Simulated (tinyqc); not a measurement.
From single traps to 1/f noise.

7 half-filled traps with time constants tau_j = 6e-8 s times 10^(1 j), j = 0..6, each shift the threshold by a = 6.36 uV when filled and give the Lorentzian a^2 tau/(1 + (2 pi f tau)^2). For time constants spread evenly in ln tau the sum tends to a^2/(4 f ln(10^1)). slope = d ln S/d ln f.

Result of one run:
```
S (uV^2/Hz)  1/f limit (uV^2/Hz)   slope  j of the largest term
1.896e-9                4.392e-8  -1.999                      0
```

Which noise frequency f gave this result: 0.01, 0.1, 1e7 or 1e8 Hz?

f = 1e8 Hz.

The whole series:
```
f (Hz)  S (uV^2/Hz)  1/f limit (uV^2/Hz)      slope  j of the largest term
0.01          2.697                439.2  -2.561e-5                      6
0.1           2.693                43.92  -0.002557                      6
1             2.394                4.392    -0.2212                      6
30           0.1520               0.1464     -1.036                      5
1000       0.004177             0.004392    -0.9303                      3
30000      1.538e-4             1.464e-4     -1.051                      2
1e6        3.910e-6             4.392e-6    -0.9946                      0
1e7        1.785e-7             4.392e-7     -1.882                      0
1e8        1.896e-9             4.392e-8     -1.999                      0
```

Below the slowest trap (1/(2 pi tau) = 2.7 Hz) the spectrum is flat, slope 0.00 in the first row; above the fastest (2.7e6 Hz) the slope tends to -2 (-2.00 in the last row). In between, at 30, 1000 and 30000 Hz, the slopes are -1.04, -0.93 and -1.05, and S is 4.9 % below the 1/f limit at 1000 Hz.

tinyqc, about 0.01 s, one thread, Intel Xeon 2.30GHz (shared host): `OMP_NUM_THREADS=1 python tinyqc.py 2150144 2150145 out.jsonl`
